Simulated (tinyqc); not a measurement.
Worked calculation: kinetics of strain relaxation and threading dislocations in mismatched semiconductor layers. Computed by tinyqc, a small Python program that keeps every step. Command: `OMP_NUM_THREADS=1 python tinyqc.py 3013937 3013938 out.jsonl threading walk`. One thread of a shared host (Intel(R) Xeon(R) Processor @ 2.30GHz), about 0.01 s of CPU time with the checks. Intermediate numbers are printed to about 5 digits and carried at full precision; extremes and crossings named in words are read from the listed rows.

60-degree dislocations on {111} planes of a (001) layer, isotropic elasticity. The Schmid factor is 1/sqrt(6), and a misfit segment relieves strain with b/2.

Inputs (values chosen for the exercise, modelled on Si(0.7)Ge(0.3) on Si):
```
quantity                                     value          unit
misfit f                                    0.0132             -
shear modulus G                               60.5           GPa
Poisson ratio nu                              0.27             -
Burgers vector b                              3.89      angstrom
glide activation energy Q                     2.04            eV
velocity prefactor v0                        22000   m/s per MPa
layer thickness h                              140            nm
anneal temperature T                          1086             K
anneal time t                                   18             s
initial thread density rho_0                 34000        1/cm^2
multiplication constant delta                46000           1/m
grading rate (misfit per thickness) R_f     0.0015  1/micrometre
growth temperature of the buffer T_g          1113             K
growth rate R_g                                3.2          nm/s
reaction radius r_A                             78            nm
final thickness of a thick uniform layer H    0.35    micrometre
aspect ratio of a trench                       1.3             -
```

Sources: fixed density of threads.

Constants: k_B = 8.617333262e-05 eV/K.

## Excess stress and glide velocity at the start

Excess resolved stress tau = (1/sqrt 6) [2 G (1 + nu)/(1 - nu)] (e - e_eq), e_eq = b (1 - nu/4) [ln(h/b) + 1]/(4 pi (1 + nu) h), the Matthews-Blakeslee strain of an uncapped layer; glide velocity v = v0 tau exp(-Q/(k_B T)), tau in MPa.

equilibrium strain e_eq = 0.0011179

excess stress tau = 1038.3 MPa

mobility v/tau = 7.5065e-06 m/s per MPa

initial velocity = 7794.1 micrometre/s

The layer carries 11.8 times its equilibrium strain. In the anneal time a thread would run 140000 micrometre at this speed. Caution: at stresses above about 1 GPa the linear velocity law understates glide, as stress lowers the kink barrier.

## Relaxation in the anneal

Threads run in two directions, so de/dt = -(b/4) rho v, with rho fixed. With x = e - e_eq, x0 = f - e_eq (fully strained at t = 0) and v = m S x (m the mobility, S x = tau): x = x0 exp(-t/t_r), t_r = 4/(b rho_0 m S). The half time is that at which x = x0/2.

strain left e = 0.0093479

share of the excess strain relieved = 31.883 %

thread density = 34000 1/cm^2

half time = 32.496 s

Relaxation is under way. The misfit lines laid down are 0.050 micrometre apart. Caution: blocking of threads by crossing misfit lines, left out here, leaves real layers with more strain.

## Anneal temperature

The formulas are those given above.

After the time t:
```
T (K)  first velocity (micrometre/s)  relieved (%)  threads (1/cm^2)  half time (s)
917                       1.4029e+02         0.689             34000     1.8054e+03
962                       4.6934e+02         2.285             34000     5.3964e+02
1017                      1.7761e+03         8.377             34000     1.4260e+02
1061                      4.6634e+03        20.524             34000     5.4312e+01
1116                      1.4004e+04        49.835             34000     1.8086e+01
1154                      2.8159e+04        75.021             34000     8.9946e+00
1208                      7.0448e+04        96.889             34000     3.5952e+00
1300                      2.8196e+05       100.000             34000     8.9829e-01
```

The half time follows exp(Q/(k_B T)), a decade for each 121 K near 1116 K. Relief goes from 21 % at 1061 K to 75.0 % at 1154 K: with a fixed density the onset is gradual, and more threads relax the layer sooner. Caution: rows with more than 50 % relieved leave out blocking by crossing misfit lines, which slows real layers.

## Graded buffer

In steady grading, strain is fed at R_f R_g and relieved at (b/4) rho v. As a glide-limited estimate, the driving stress is taken as the mean stress of the strained top zone, whose depth z solves R_f z/2 = e_eq(z), with strain R_f z at the surface; tau_g = S R_f z/2 is its mean; then rho = 4 R_f R_g/(b m tau_g), m = v0 exp(-Q/(k_B T_g)), S = (1/sqrt 6) 2 G (1 + nu)/(1 - nu), e_eq(z) = b (1 - nu/4) [ln(z/b) + 1]/(4 pi (1 + nu) z).

depth z of the strained zone = 497.07 nm

stress tau_g = 32.038 MPa

thread density of the buffer = 12095 1/cm^2

buffer thickness f/R_f = 8.8 micrometre

Raising T_g by 50 K would lower this density by a factor 2.5: fast glide lets few threads do the work. Caution: real buffers seldom go below 1e5 /cm^2, as pile-ups and nucleation take over; this value is a lower bound.

## Thick uniform layer and trapping in a trench

A separate case, a thick relaxed layer. Pair reactions during growth: d rho/dh = -K rho^2 with K = 2 r_A tan(psi) and threads inclined by psi = 45 degrees (the <110> lines of {111} planes), so rho = 1/(K H) for a layer that starts with far more threads than that, as highly mismatched layers do. In a trench along [110] a thread on {111} rises at 54.74 degrees across the width, and leaves through the wall below the height w tan(54.74 degrees) = sqrt(2) w; the share of threads, evenly spread over the floor, that reach the top is max(0, 1 - a/sqrt 2) for the aspect ratio a.

thread density at H = 1.8315e+09 1/cm^2

share that reaches the top = 0.080761

The trench is too shallow to trap all. Thickness alone needs 640 micrometre for 1e6 /cm^2. Caution: at this small misfit a layer may start with fewer threads than 1/(K H), which is then only an upper bound.

Checks made by the program: strain against numerical integration (relative difference 1e-10).
